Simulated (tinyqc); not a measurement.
Stress along the channel: six-band hole subbands of a thin body in a field.

Basis X, Y, Z times spin, hole energies counted downwards from the unstrained edge (the hydrostatic shift is left out), c = hbar^2/2m0. For a symmetric tensor T let C(T) have C_XX = L Txx + M (Tyy + Tzz), C_XY = N Txy (cyclic), L = c (g1 + 4 g2), M = c (g1 - 2 g2), N = 6 c g3. k = q + kz n, n the unit normal, q = k1 u + k2 v with u along the channel [1-10] and v = n x u. H = C(k k^T) + (Dso/3)(1 - L.sigma) - B + e F z with (L_k)_ij = -i epsilon_kij; B is the block C built from the traceless strain with 2b, -b and sqrt(3) d in place of L, M, N. Strain: exx = eyy = (s11 + s12) sx/2, ezz = s12 sx, exy = -s44 sx/4. Hard walls at z = 0 and t; basis sin(j pi z/t), j = 1 to Nz: kz^2 = (j pi/t)^2, kz = -i D with D_jl = 4 j l/(t (j^2 - l^2)), z_jj = t/2 and z_jl = -8 t j l/(pi (j^2 - l^2))^2 for j + l odd; 1 MV/cm = 0.01 eV/angstrom.

Nz = 14. E1 is the top subband at q = 0, gap the distance to the next pair, and the masses are c q^2/(E(q) - E1) at |q| = 0.02 1/angstrom (mean of the spin pair) along the channel [1-10] and across it in the plane; a dash marks a band that does not rise.

Constants: hbar^2/2m0 = 3.80998211 eV angstrom^2.

Values chosen for the exercise (near those of a p-type Ge channel; the results hold for these values, not for the real material):
- g1 = 13.34 (Luttinger gamma1)
- g2 = 4.23 (gamma2)
- g3 = 5.72 (gamma3)
- Dso = 0.289 eV (spin-orbit splitting)
- b = -2.56 eV (tetragonal potential)
- d = -5.4 eV (trigonal potential)
- S = (9.75, -2.64, 14.83) 1/TPa (compliances s11, s12, s44)
- face = 001 (surface)
- t = 80 angstrom (body thickness)
- F = 0.5 MV/cm (field across the body)

Each row has its own sx.

Results:

| sx (GPa) | E1 (meV) | gap (meV) | m channel | m across |
|---|---|---|---|---|
| -3.0 | 82.0 | 141.0 | 0.044 | 0.418 |
| -2.0 | 122.6 | 140.1 | 0.050 | 0.288 |
| -1.0 | 157.4 | 129.1 | 0.064 | 0.179 |
| -0.5 | 171.1 | 112.9 | 0.079 | 0.136 |
| 0.0 | 181.2 | 101.5 | 0.105 | 0.105 |
| 1.0 | 188.1 | 98.9 | 0.245 | 0.074 |

Give the missing row, sx (GPa) = 0.5.

Computed row:
```
sx (GPa)  E1 (meV)  gap (meV)  m channel  m across
0.5          186.8       97.0      0.154     0.086
```

Under 2 GPa of compression the channel mass goes from 0.105 to 0.050 m0, the mass across from 0.105 to 0.288; the gap to the next subband is 140, 102 and 99 meV at -2, 0 and +1 GPa. The lightest channel mass of the table, 0.044 m0, is at -3.0 GPa.

Computed by tinyqc, a small Python program: `OMP_NUM_THREADS=1 python tinyqc.py 1252418 1252419 out.jsonl` (the numbers bound the seed that draws the inputs); one thread of a shared host (Intel(R) Xeon(R) Processor @ 2.30GHz), about 0.4 s for the whole set of steps.
